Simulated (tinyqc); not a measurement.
Inside a calculation: Slater-Koster d bands of an fcc metal. Values are carried at full precision from step to step, so a last printed digit may differ when a step is redone from the rounded ones.

Slater-Koster d bands. For a bond with direction cosines (l, m, n) the 5 x 5 block is dds Ps + ddp Pp + ddd (1 - Ps - Pp), the projectors on sigma, pi and delta states about the bond; for instance <xy|xy> = 3 l^2 m^2 dds + (l^2 + m^2 - 4 l^2 m^2) ddp + (n^2 + l^2 m^2) ddd, <xy|yz> = 3 l m^2 n dds + l n (1 - 4 m^2) ddp + l n (m^2 - 1) ddd and <3z2-r2|3z2-r2> = (n^2 - (l^2 + m^2)/2)^2 dds + 3 n^2 (l^2 + m^2) ddp + (3/4)(l^2 + m^2)^2 ddd. H(k) sums the blocks times cos(k.R) over the neighbours; the d level is the zero of energy; k in 2 pi/a.

Inputs chosen for the exercise (of the size met in Ru; shifted at random, so the results belong to these values and not to a real crystal): dds = -1.034 eV (dd sigma); ddp = 0.486 eV (dd pi); ddd = -0.052 eV (dd delta); k = (0.89, 0.28, 0) 2 pi/a (wave vector); Nd = 7 (d electrons per atom).

## The block of one bond

Direction (1,1,0)/sqrt2; its eigenvalues must be dds once, ddp twice and ddd twice.

block (eV):
```
             xy      yz      zx   x2-y2   3z2-r2
xy      -0.7885       0       0       0   0.4252
yz            0  0.2170  0.2690       0        0
zx            0  0.2690  0.2170       0        0
x2-y2         0       0       0  0.4860        0
3z2-r2   0.4252       0       0       0  -0.2975
```

## Levels at Gamma

Neighbours: twelve at (a/2)(1,1,0) and equivalents.

Summing the blocks at k = 0 gives E(t2g) = 3 dds + 4 ddp + 5 ddd, E(eg) = 1.5 dds + 6 ddp + 4.5 ddd.

levels (eV): t2g (threefold) -1.4180, eg (twofold) 1.1310

The t2g level lies lower, by 2.5490 eV.

## The Hamiltonian at one k

Sum over the neighbours.

H(k) (eV):
```
             xy       yz       zx    x2-y2   3z2-r2
xy       1.6282        0        0        0  -0.4439
yz            0  -3.3477  -0.2808        0        0
zx            0  -0.2808   3.0002        0        0
x2-y2         0        0        0  -1.0425   2.1419
3z2-r2  -0.4439        0        0   2.1419   0.3615
```

## Levels and character

Diagonalise H; t2g is xy, yz, zx and eg the other two.

levels (eV): -3.3601  -2.6106  1.3956  2.1621  3.0126

weights:
```
     band 1  band 2  band 3  band 4  band 5
t2g   1.000   0.004   0.673   0.323   1.000
eg    0.000   0.996   0.327   0.677   0.000
```

## Levels at points of symmetry

Coordinates: G (0, 0, 0), X (1, 0, 0), W (1, 0.5, 0), L (0.5, 0.5, 0.5), K (0.75, 0.75, 0); the others lie half way.

Levels (eV):
```
k        band 1  band 2  band 3  band 4  band 5
G        -1.418  -1.418  -1.418   1.131   1.131
G-X 0.5  -3.154  -1.190   0.868   0.868   1.944
X        -4.890  -3.511   2.757   3.154   3.154
W        -1.944  -0.868  -0.868   1.190   3.154
L        -2.152  -1.613  -1.613   2.689   2.689
L-G 0.5  -1.785  -0.907  -0.907   1.302   1.302
K        -3.417  -1.624   1.512   1.547   2.588
```

On these points the bands run from -4.890 (X) to 3.154 eV (X and W).

## Second moment and the rectangular band

mu2 = z (dds^2 + 2 ddp^2 + 2 ddd^2)/5 per orbital, with z = 12. A rectangular band with the same mu2 has width W = sqrt(12 mu2), Fermi level W (Nd/10 - 1/2) and bond energy -W Nd (10 - Nd)/20 (Friedel).

mu2 = 3.7127 eV^2
W = 6.6748 eV
Fermi level = 1.3350 eV
bond energy per atom = -7.0085 eV

The bond energy is the attractive part alone; the repulsion between atoms, left out, cancels a large share of it in the cohesive energy.

## Checks

- Levels at Gamma from the formulas against H(0): they agree to 1e-10 or better.
- Second moment from the formula against the mean square level on the mesh: both 3.71269.

Program tinyqc; command `OMP_NUM_THREADS=1 python tinyqc.py 1480847 1480848 out.jsonl`; about 0.06 s on one thread of a shared Intel(R) Xeon(R) Processor @ 2.30GHz.
